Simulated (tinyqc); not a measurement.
From results back to parameters: delta-doped layer in the Thomas-Fermi potential. Two cases, with inputs chosen for the exercise.

Problem. The depth of the well was computed from a hidden sheet density.

All donors ionised in the plane z = 0, zero temperature, energies from the Fermi level EF of the Thomas-Fermi model, which lies at the bulk band edge; c = hbar^2/2m0, q = e^2/(4 pi eps0). Layer in a (001) plane: two valleys with m_z = ml, m_d = mt (unprimed) and four with m_z = mt, m_d = sqrt(ml mt) (primed); m3 = (ml mt^2)^(1/3), gv = 6. With n = (gv/3 pi^2)(m3 (-V)/c)^(3/2) and V'' = -(4 pi q/eps) n for z > 0, the solution is V = -b/(|z| + z0)^4 with sqrt(b) = 20/K, K = (4 pi q/eps)(gv/3 pi^2)(m3/c)^(3/2), and z0^5 = 4b/(e F0), e F0 = 2 pi q N/eps; 1e13/cm^2 = 1e-3/angstrom^2. Exchange and correlation are left out.

Constants: hbar^2/2m0 = 3.80998211 eV angstrom^2; e^2/(4 pi eps0) = 14.39964547 eV angstrom.

Case 1.

Values chosen (out of a larger set: near those of a delta-doped layer in Si; not measured data): ml = 0.897 m0 (longitudinal mass); mt = 0.187 m0 (transverse mass); eps = 11.8 (dielectric constant).

depth = 0.315375 eV

Case 2.

Values chosen (out of a larger set: near those of a delta-doped layer in Si; not measured data): ml = 0.933 m0 (longitudinal mass); mt = 0.194 m0 (transverse mass); eps = 11.3 (dielectric constant).

depth = 0.162671 eV

Find: b; z0; N.

Solution. b does not depend on N; z0 = (b/depth)^(1/4), e F0 = 4b/z0^5 and N = eps e F0/(2 pi q).

Case 1.

b = 7.304e+04 eV angstrom^4
z0 = 21.94 angstrom
N = 7.50 x 1e13/cm^2

Case 2.

b = 5.983e+04 eV angstrom^4
z0 = 24.63 angstrom
N = 3.30 x 1e13/cm^2

Computed by tinyqc, one run a case: `OMP_NUM_THREADS=1 python tinyqc.py N N+1 out.jsonl` with N = 1280599, 1280683; one thread of a shared Intel(R) Xeon(R) Processor @ 2.30GHz, about 0.2 s a run at most.
